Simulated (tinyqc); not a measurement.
Kronig-Penney superlattice by transfer matrices, step by step. Values are carried at full precision from step to step, so a last printed digit may differ when a step is redone from the rounded ones.

Wells (width a, potential 0, mass mw) alternate with barriers (width b, height V0, mass mb); period d = a + b; c = hbar^2/2m0. The vector (psi, psi'/m) is continuous, and a layer of thickness t carries it by M = [[cos kt, (m/k) sin kt], [-(k/m) sin kt, cos kt]] with k = sqrt(m (E - V)/c); for E < V, k = i kappa gives [[cosh, (m/kappa) sinh], [(kappa/m) sinh, cosh]] of kappa t. A Bloch state obeys cos(q d) = tr(Mb Mw)/2.

Constants: hbar^2/2m0 = 3.80998211 eV angstrom^2; hbar = 6.58211957e-16 eV s.

Values chosen for the exercise (near those of a strained Si superlattice with barriers of SiGe; not measured data): a = 21 angstrom (well width); b = 8 angstrom (barrier width); V0 = 0.187 eV (barrier height); mw = 0.89 m0 (mass in the wells); mb = 0.897 m0 (mass in the barriers); E = 0.0402 eV (trial energy); F = 10 kV/cm (field along the axis).

## Layer matrices at one energy

Form the matrix of the well and of the barrier at E.

k in the well = 0.09691 1/angstrom
kappa in the barrier = 0.18591 1/angstrom

Mw (angstrom units):
```
           1         2
1   -0.44772    8.2123
2  -0.097360  -0.44772
```

Mb (angstrom units):
```
         1       2
1   2.3255  10.130
2  0.43513  2.3255
```

## The matrix of one period

Multiply M = Mb Mw and take half the trace. If its size is at most 1, E lies in a miniband and q d = arccos(tr M/2); otherwise the state decays by exp(-arccosh|tr M/2|) a period.

M:
```
          1       2
1   -2.0274  14.562
2  -0.42122  2.5323
```

tr M/2 = 0.2524
q d in a band, or the decay exponent in a gap = 1.316

E lies in a miniband; det M = 1.0000, as for any such product.

## Miniband edges

The edges are the energies where tr M/2 = +1 (q = 0) or -1 (q = pi/d); the first three minibands.

Minibands:
```
band  bottom (eV)  top (eV)  width (meV)
1          0.0339    0.0554         21.4
2          0.1315    0.2199         88.4
3          0.2907    0.4891        198.4
```

1 miniband of these lies wholly below V0. The first gap is 76.2 meV wide; the single well of width a has E1 = 0.0439 eV, inside the first miniband.

## Dispersion along the axis

Solve tr M/2 = cos(q d) inside each miniband at q d/pi = 0, 1/6, ..., 1. The cosine form is E_bottom + (W/2)(1 - cos q d) with the true width W.

Energies (eV):
```
q d/pi  band 1  cosine form  band 2
0.000   0.0339       0.0339  0.2199
0.167   0.0350       0.0354  0.2089
0.333   0.0380       0.0393  0.1879
0.500   0.0426       0.0447  0.1668
0.667   0.0482       0.0500  0.1488
0.833   0.0532       0.0540  0.1362
1.000   0.0554       0.0554  0.1315
```

The cosine form, which holds for hopping between neighbouring wells alone, misses band 1 by at most 2.0 meV, 9 % of its width.

## Mass along the axis

With f(E) = tr M/2, 1 - (q d)^2/2 = 1 + f'(E_bottom)(E - E_bottom) gives m_z = -2 c f'/d^2 (f' by a central difference of 1e-6 eV at the bottom of band 1). The cosine form gives 4 c/(W d^2), W the width of band 1 between tr M/2 = +1 and -1.

f' = -132.0 1/eV
m_z = 1.196 m0
m_z of the cosine form = 0.8452 m0
W = 21.44 meV

The mass along the axis is 1.34 times mw.

## In a field along the axis

One-band picture: ladder spacing e F d, Bloch frequency e F d/(2 pi hbar), and extent W/(e F) of a Stark state, with W the width of band 1; 1 kV/cm = 1e-5 V/angstrom.

e F d = 2.900 meV
Bloch frequency = 0.701 THz
W/(e F d) = 7.39 periods

The state spreads over about 7 periods.

## Checks

- Bottom of band 1 from 121 plane waves (the mass step taken by inverting the matrix of m) against the transfer matrix, eV: both 0.0339.

Computed by tinyqc, a small Python program: `OMP_NUM_THREADS=1 python tinyqc.py 1252011 1252012 out.jsonl` (the numbers bound the seed that draws the inputs); one thread of a shared host (Intel(R) Xeon(R) Processor @ 2.30GHz), about 0.03 s for the whole set of steps.
